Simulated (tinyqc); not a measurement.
# Resistance of a tapered via with liner, size effect and interface: several studies

A round via whose diameter grows from db at the bottom as D(z) = db + 2 z/tan(ang). The fill, of diameter D - 2 tl, starts above the bottom liner (thickness fb tl) and has rho = rho0 (1 + ks lam/(D - 2 tl)); the sidewall liner conducts in parallel with it. The bottom liner and the interface are crossed over the full area pi db^2/4. Spreading in the lines above and below is left out.

Inputs (values chosen for the exercise); fill metal close to tungsten: diameter at the bottom db = 53 nm; height hv = 130 nm; sidewall angle ang = 87 degrees; bulk resistivity of the fill rho0 = 5.19 uohm cm; mean free path of the fill lam = 15.9 nm; size-effect factor ks = 1.2; liner on the sidewall tl = 2 nm; liner at the bottom over that on the sidewall fb = 1; resistivity of the liner rl = 170 uohm cm; interface resistivity at the bottom ri = 7.3e-12 ohm cm^2; ballistic conductance per area, about 3/(4 rho0 lam) Sb = 9.1e14 S/m^2; bulk resistivity of the second fill (close to copper) rho2 = 1.71 uohm cm; its mean free path lam2 = 40.5 nm; its liner tl2 = 2.8 nm.

Each table varies one quantity; the others keep the values above.

## Via resistance against the diameter at the bottom

Slices between z0 = fb tl and hv, evaluated at their midpoints: conductance per length pi/4 [(D - 2 tl)^2/rho + (D^2 - (D - 2 tl)^2)/rl], slice resistance = slice height over that. 2000 slices. R_fill = sum of the slices; R_bottom = rl fb tl/(pi db^2/4); R_interface = ri/(pi db^2/4); ballistic (Sharvin) limit 1/(Sb pi (db - 2 tl)^2/4); ideal cylinder rho0 hv/(pi db^2/4).

Via resistance against the diameter at the bottom:
```
db (nm),R_fill (ohm),R_bottom (ohm),R_interface (ohm),R (ohm),ballistic limit (ohm),R over ideal cylinder,largest part
6,832.0,120.3,25.82,978.1,349.8,4.099,fill
8.3,319.2,62.84,13.49,395.5,75.67,3.172,fill
11,145.9,35.78,7.682,189.3,28.55,2.667,fill
16,56.10,16.91,3.631,76.64,9.716,2.284,fill
22,26.25,8.944,1.920,37.11,4.318,2.091,fill
30,12.90,4.810,1.033,18.74,2.070,1.963,fill
42,6.100,2.454,0.5269,9.081,0.9690,1.865,fill
58,3.022,1.287,0.2763,4.585,0.4798,1.796,fill
80,1.519,0.6764,0.1452,2.341,0.2422,1.744,fill
```

Read the table: what changes, and by how much?

R falls from 978 to 2.34 ohm. The fill is the largest part at db = 6 and in all other rows. R goes as db^(-2.79) between the first two rows and db^(-2.09) between the last two; area alone gives -2.

## Via resistance against the height

Same model as above.

2000 slices.

The same in every row: R_bottom (ohm) = 1.541; R_interface (ohm) = 0.3309; ballistic limit (ohm) = 0.5827.

Via resistance against the height:
```
hv (nm),R_fill (ohm),R (ohm),R over ideal cylinder,largest part
32,1.052,2.924,3.884,bottom liner
46,1.495,3.367,3.112,bottom liner
67,2.111,3.983,2.527,fill
97,2.903,4.775,2.093,fill
140,3.887,5.759,1.749,fill
200,5.026,6.898,1.466,fill
290,6.366,8.238,1.207,fill
420,7.783,9.655,0.9771,fill
```

Read the table: what changes, and by how much?

R rises from 2.92 to 9.65 ohm. The bottom liner is the largest part at hv = 32, the fill from 67 on. The share of the two bottom terms goes from 64.0 to 19.4 %. For hv = 32 the ballistic limit exceeds half of R_fill, so the diffusive model understates R.

## Two fill metals against the diameter

2000 slices. R_fill = sum of the slices; R_bottom = rl fb tl/(pi db^2/4); R_interface = ri/(pi db^2/4). The second fill has rho2, lam2 and tl2 in place of rho0, lam and tl.

Result of one run:
```
db (nm),"R, first fill (ohm)","R, second fill (ohm)",ratio second/first
49,6.544,5.104,0.7799
```

What becomes of these results when the diameter at the bottom db is changed from 49 to 70 nm, all else the same?

Result of the changed run:
```
db (nm),"R, first fill (ohm)","R, second fill (ohm)",ratio second/first
70,3.092,2.350,0.7599
```

The whole series:
```
db (nm),"R, first fill (ohm)","R, second fill (ohm)",ratio second/first
8.5,370.8,463.7,1.251
12,152.4,158.1,1.037
17,66.59,61.14,0.9180
24,30.58,26.05,0.8518
35,13.42,10.83,0.8068
49,6.544,5.104,0.7799
70,3.092,2.350,0.7599
100,1.474,1.099,0.7457
```

The ratio goes from 1.25 to 0.746. The two fills give the same R at db = 13.1 nm; below it the first gives the lower R. Ratios within a few per cent of 1 are a tie, given that ballistic terms are left out.

Program tinyqc, `OMP_NUM_THREADS=1 python tinyqc.py 2750205 2750206 out.jsonl`; Intel Xeon 2.30GHz, shared host, one thread, about 0.01 s.
